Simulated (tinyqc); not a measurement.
Worked calculation: X-ray reflectivity of a thin film on silicon: critical angles, Parratt recursion, fringes and roughness. Computed by tinyqc, a small Python program that keeps every step. Command: `OMP_NUM_THREADS=1 python tinyqc.py 3121066 3121067 out.jsonl xrr walk`. One thread of a shared host (Intel(R) Xeon(R) Processor @ 2.30GHz), about 0.01 s of CPU time with the checks. Intermediate numbers are printed to about 7 digits and carried at full precision; extremes and crossings named in words are read from the listed rows.

n = 1 - delta + i beta; the classical electron radius is r_e = 2.8179403e-6 nm. Layer 0 is vacuum, 1 the film, 2 the substrate.

Inputs (values chosen for the exercise, modelled on copper on silicon, copper K-alpha radiation): wavelength lambda = 0.15406 nm; film density rho = 9.11 g/cm^3; effective electrons per unit mass, film = 0.459 mol/g; beta/delta, film = 0.025; film thickness d = 21.1 nm; roughness of the surface sigma_1 = 1 nm; roughness of the interface sigma_2 = 0.31 nm; substrate density = 2.33 g/cm^3; effective electrons per unit mass, substrate = 0.507 mol/g; beta/delta, substrate = 0.023; grazing angle theta = 1.17 degrees.

Constants: N_A = 6.02214076e+23 1/mol.

## Optical constants

delta = r_e lambda^2 rho_e/(2 pi), rho_e = density x electrons per mass x N_A; critical angle sqrt(2 delta), q_c = 4 sqrt(pi r_e rho_e).

Constants:
```
layer      rho_e (1/nm^3)         delta          beta  critical angle (degrees)  q_c (1/nm)
film             2518.152  2.680487e-05  6.701217e-07                 0.4195121   0.5972303
substrate         711.402  7.572626e-06  1.741704e-07                 0.2229774   0.3174375
```

The film is denser in electrons than the substrate; X-rays tunnel through a film of a few nanometres, so the edge of total reflection moves to the value of the film only as it thickens.

## Critical angle of the film

The formulas are those given above.

critical angle of the film = 0.4195121 degrees

## Reflectivity at one angle

k_j = (2 pi/lambda) sqrt(sin^2 theta - 2 delta_j + 2 i beta_j); r_ij = (k_i - k_j)/(k_i + k_j) x exp(-2 k_i k_j sigma^2) (Nevot-Croce); r = (r_01 + r_12 p)/(1 + r_01 r_12 p), p = exp(2 i k_1 d); R = |r|^2.

k_0, k_1, k_2 (1/nm): [0.8327661, 0.7773869+0.0014338i, 0.8175010+0.0003544i]

1000 r_01 = 9.421750-0.274853i

1000 r_12 = -22.25882+0.63015i

p = 0.1694404+0.9259107i

reflectivity R = 4.574300e-04

q = 4 pi sin(theta)/lambda = 1.665532 1/nm

## Fringe period, contrast and decay

Far above the critical angle the period is d theta = lambda/(2 d), or 2 pi/d in q; the envelope runs between (|r_01| - |r_12 p|)^2 and (|r_01| + |r_12 p|)^2; contrast = 2 a b/(a^2 + b^2) with a = |r_01|, b = |r_12 p|; roughness factors on the amplitudes are about exp(-q^2 sigma^2/2).

period in theta = 0.2091703 degrees

period in q = 0.2977813 1/nm

contrast = 0.7481044

roughness factor, surface = 0.2498240

roughness factor, interface = 0.8752107

## Thickness from the minima

Minima of R theta^4 are located on 6001 points over 7.5 periods, from 1.15 times the larger critical angle. With refraction, sin^2(theta_m) = 2 delta + m^2 (lambda/(2 d))^2, m integer or half-integer; the first six minima are used, and the first order is the one that minimises the largest residual of the least-squares line plus the distance of its intercept from 2 delta. Without refraction, d = lambda/(2 x mean step of sin theta).

Minima:
```
order m  theta (degrees)   sin^2 theta
2               0.592515  1.069394e-04
3               0.754883  1.735758e-04
4               0.935554  2.665962e-04
5               1.126161  3.862775e-04
6               1.322258  5.324881e-04
7               1.522015  7.054897e-04
```

d with refraction = 21.12284 nm

d without refraction = 23.74551 nm

Against d = 21.1 nm the errors are +0.11 % with and +12.54 % without refraction. The orders are integers, as r_01 and r_12 have opposite signs for a film denser than the substrate.

## Which roughness does what

R is averaged over one period above each angle (64 points); contrast = (max - min)/(max + min) of R theta^4 over that period. Cases: smooth; only sigma_1; only sigma_2; both.

Mean R and contrast:
```
theta (degrees)      R smooth   contrast    R, sigma_1  contrast, sigma_1    R, sigma_2  contrast, sigma_2       R, both  contrast, both
0.8              6.532484e-03  0.9338515  3.321125e-03       9.329424e-01  6.280546e-03          0.9092022  3.076549e-03       0.9545351
1.2              1.247164e-03  0.9358914  4.352577e-04       5.516355e-01  1.140853e-03          0.8781279  3.358253e-04       0.6338338
1.8              2.483902e-04  0.9375416  7.756646e-05       9.082874e-02  2.080070e-04          0.7958741  3.976861e-05       0.1638992
2.5              6.193682e-05  0.9402082  2.146900e-05       3.280917e-03  4.734854e-05          0.6523599  5.905970e-06       0.1037662
3.5              1.729836e-05  0.9415308  5.835228e-06       2.114059e-04  1.207177e-05          0.3825007  4.816256e-07       0.1429222
```

At 2.5 degrees sigma_1 alone multiplies the mean R by 0.35 and sigma_2 alone by 0.76; the contrast goes from 0.94 (smooth) to 0.00 and 0.65.

Checks made by the program: smooth bare substrate far above q_c against (q_c/2q)^4 (relative difference 1e-03).
